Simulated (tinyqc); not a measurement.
Blur against noise: chemically amplified photoresist: aerial image, acid generation, bake, development and line width. Computed by tinyqc, a small Python program. Command: `OMP_NUM_THREADS=1 python tinyqc.py 3026531 3026532 out.jsonl resist walk`. One thread of a shared host (Intel(R) Xeon(R) Processor @ 2.30GHz), about 0.02 s of CPU time with the checks.

Lines and spaces of pitch p with a two-beam-like image; x = 0 is the middle of the bright space. The resist is positive and treated as uniform in depth.

Inputs (values chosen for the exercise, for a model resist at 13.5 nm): pitch p = 39 nm; image contrast c = 0.78; mean dose E = 7.84 mJ/cm^2; Dill parameter C = 0.025 cm^2/mJ; bake time t = 90 s; photon energy = 91.84 eV; absorption coefficient alpha = 6 1/um.

Method:
- Dose E(x) = E [1 + c cos(2 pi x/p)]; acid h = 1 - exp(-C E(x)).
- Bake: the acid image is blurred by a Gaussian of variance sigma^2 = 2 D t (each Fourier term k of h, taken on 64 points, is multiplied by exp(-4 pi^2 k^2 D t/p^2)).
- For each sigma the edge is held at x = p/4; N is taken at the mean dose; edge noise = (dh/d ln E)/(sqrt(N V) |dh/dx|), both derivatives taken of the blurred acid, V = (2 sqrt(pi) sigma)^3, N = E alpha/(photon energy), 1 mJ/cm^2 = 62.41509 eV/nm^2.

Trade-off:
```
sigma/p  sigma (nm)  blur factor  photons in V  edge noise (nm)
0.02           0.78      0.99214    6.7581e-01           9.7387
0.04           1.56      0.96891    5.4065e+00           3.5074
0.07           2.73      0.90781    2.8975e+01           1.5978
0.10           3.90      0.82087    8.4476e+01           1.0213
0.14           5.46      0.67917    2.3180e+02           0.7349
0.18           7.02      0.52753    4.9266e+02           0.6439
0.22           8.58      0.38467    8.9950e+02           0.6515
0.27          10.53      0.23717    1.6627e+03           0.7763
0.33          12.87      0.11653    3.0358e+03           1.1691
```

What does the comparison show, and why?

The noise is least near sigma/p = 0.18 among these rows. More diffusion averages over more photons (noise falls as sigma^(-3/2)) until it erases the image slope (factor exp(-2 pi^2 sigma^2/p^2)); for a pure cosine the two balance at sigma/p = sqrt(3/8)/pi = 0.195. Caution: for a film thinner than the blur the noise falls as 1/sigma only, and the optimum moves to sigma/p = 1/(2 pi) = 0.159. Caution: rows with under about ten photons in V are beyond a Gaussian noise estimate.

Extremes, crossings and ranges named in words are read from the listed rows.
